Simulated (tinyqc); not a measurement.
Inside a calculation. Model: Holstein polaron on two sites. Computed by tinyqc, a small Python program that keeps every step. Command: `OMP_NUM_THREADS=1 python tinyqc.py 3001835 3001836 out.jsonl holstein walk`. One thread of a shared host (Intel(R) Xeon(R) Processor @ 2.30GHz), about 0.01 s of CPU time with the checks. Intermediate numbers are printed to about 6 digits and carried at full precision; extremes and crossings named in words are read from the listed rows.

One electron on sites 1 and 2: H = -t (c1+ c2 + c2+ c1) + hbar omega sum_i b_i+ b_i - g hbar omega sum_i n_i (b_i + b_i+). The symmetric phonon shifts the energy by -g^2 hbar omega/2 and drops out; with b = (b_1 - b_2)/sqrt(2) there remains H = -t sigma_x + hbar omega b+ b - (g hbar omega/sqrt(2)) sigma_z (b + b+). Parity splits it into blocks p = +1 and -1 over phonon numbers n. Zero-point energies are left out. Weights Z refer to mode b alone; the displaced symmetric mode multiplies the full zero-phonon weight by exp(-g^2/2).

Inputs (values chosen for the exercise, for a model dimer):
```
quantity                  value  unit
hopping t                   4.7   meV
phonon energy hbar omega   22.7   meV
coupling g                 0.49     -
phonon levels kept N          6     -
```

## Energy scales

Polaron binding energy E_p = g^2 hbar omega; ratio E_p/t (the adiabatic potential has two wells when it exceeds 1); adiabaticity hbar omega/t.

E_p = 5.45027 meV

E_p/t = 1.15963

hbar omega/t = 4.82979

## The even block in a small basis

Block p: H_nn = n hbar omega - p t (-1)^n - g^2 hbar omega/2, H_(n,n+1) = -(g hbar omega/sqrt(2)) sqrt(n + 1). Take p = +1 and n = 0..N-1.

H, even block (meV), lower triangle (symmetric):
```
        1        2        3        4        5        6
1  -7.425
2  -7.865   24.675
3   0.000  -11.123   37.975
4   0.000    0.000  -13.623   70.075
5   0.000    0.000    0.000  -15.730   83.375
6   0.000    0.000    0.000    0.000  -17.587  115.475
```

## Levels in the small basis

Diagonalise H; the eigenvector has its largest component positive; Z is the weight of n = 0.

levels (meV): -9.400  18.871  39.508  62.456  88.632  124.083

lowest eigenvector: 0.968078  0.243083  0.060143  0.010677  0.001860  0.000262

Z in the small basis = 0.937176

## Converged results

Use 60 levels in both blocks; Z = c_0^2 is the weight of n = 0 in the ground state c; the splitting is the lowest odd level less the lowest even one, which without coupling is the smaller of 2t and hbar omega; <sigma_x> = sum (-1)^n c_n^2 measures the kinetic energy.

ground-state energy = -9.40007 meV

weight Z of n = 0 in mode b = 0.937176

mean phonon number in b = 0.0666802

splitting = 7.19927 meV

splitting/(2t) = 0.765880

<sigma_x> = 0.881593

The small basis misses the ground-state energy by 1.92e-07 meV. Mode b stays mostly in its zero-phonon state.

## Approximations to the ground state

Second order: E = -t - E_p/2 - (E_p/2) hbar omega/(hbar omega + 2t). Lang-Firsov: E = -E_p - t exp(-g^2). Variable displacement: E(x) = -E_p/2 - t exp(-g^2 x^2) - (E_p/2)(2x - x^2), minimised over 0 <= x <= 1. Adiabatic, classical lattice: E = -E_p/2 - t for E_p < t, else -E_p - t^2/(2 E_p); it leaves out the change of zero-point energy.

Ground-state energy (meV):
```
method                        E  E - exact
second order in g      -9.35226    0.04781
Lang-Firsov            -9.14705    0.25301
variable displacement  -9.38716    0.01290
adiabatic, classical   -7.47678    1.92329
```

best displacement x = 0.73316

Closest here is variable displacement (+0.01 meV), furthest adiabatic, classical (+1.92 meV), at hbar omega/t = 4.83 and E_p/t = 1.16. Lang-Firsov and variable displacement are variational and lie above the exact value. The Lang-Firsov narrowing exp(-g^2) = 0.787 compares with the exact splitting ratio 0.766.

Checks made by the program: 60 against 80 levels (relative difference below 1e-10); Hellmann-Feynman: dE/dt = -<sigma_x> (relative difference 4e-10).
